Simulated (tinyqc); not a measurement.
Energy and lattice constant: complex band structure along [001] in sp3s* tight binding.

For k = (0, 0, kz) the phase sums are g0 = cos(phi) and g3 = i sin(phi), phi = kz a/4, and the s, pz, s* orbitals of anion (a) and cation (c) decouple from px, py. With z = exp(i phi), H(z) = H0 + z T + T^T/z for any complex z. H0 is diagonal (Esa, Epa, Exa, Esc, Epc, Exc). The anion-cation block is B(z) = z U + W/z and the cation-anion block z W^T + U^T/z, where U has Vss/2 (s,s), Vsapc/2 (s,z), -Vscpa/2 (z,s), Vxx/2 (z,z), Vxapc/2 (s*,z), -Vpaxc/2 (z,s*), and W has the same values with the s-z and s*-z signs reversed. |z| = 1 is a band state, |z| < 1 decays along [001] as exp(-kappa d) over a distance d, kappa = -(4/a) ln|z|. No spin-orbit coupling.

Inputs chosen for the exercise (out of a larger set: near a published set for Si, fitted to gaps, whose masses and valley positions are rough (light masses up to twice too heavy); not measured data): p = (-4.197, 1.718, -4.197, 1.718, 6.66, 6.66, -8.293, 1.714, 4.567, 5.74, 5.74, 5.359, 5.359) eV (order Esa, Epa, Esc, Epc, Exa, Exc, Vss, Vxx, Vxy, Vsapc, Vscpa, Vxapc, Vpaxc); a = 5.432 angstrom (lattice constant); dE = 0.97 eV (E - Ev).

The slowest root of the s-pz block and the heavy-hole branch, sinh^2(kappa a/4) = ((E - Epa)(E - Epc) - Vxx^2)/(Vxx^2 - Vxy^2), at E = Ev + dE with Ev the lower root of [[Epa, Vxx], [Vxx, Epc]]; the couplings are kept when a changes.

One parameter was then changed.

Results before and after:

| case | slowest kappa (1/angstrom) | heavy-hole kappa (1/angstrom) |
|---|---|---|
| base | 0.1925 | 0.2630 |
| changed | 0.1869 | 0.2553 |

Which of these changes was made? (a) dE = 1 eV; (b) a = 5.595 angstrom.
Answer: (b) a = 5.595 angstrom. Of the candidates, run in turn, only this one gives the changed row.

All candidates:

| case | slowest kappa (1/angstrom) | heavy-hole kappa (1/angstrom) |
|---|---|---|
| base | 0.1925 | 0.2630 |
| dE = 1 eV | 0.1848 | 0.2653 |
| a = 5.595 angstrom | 0.1869 | 0.2553 |

With the couplings fixed, kappa a stays, so kappa scales as 1/a.

tinyqc: `OMP_NUM_THREADS=1 python tinyqc.py 1450187 1450188 out.jsonl`; about 0.01 s, one thread, shared Intel(R) Xeon(R) Processor @ 2.30GHz.
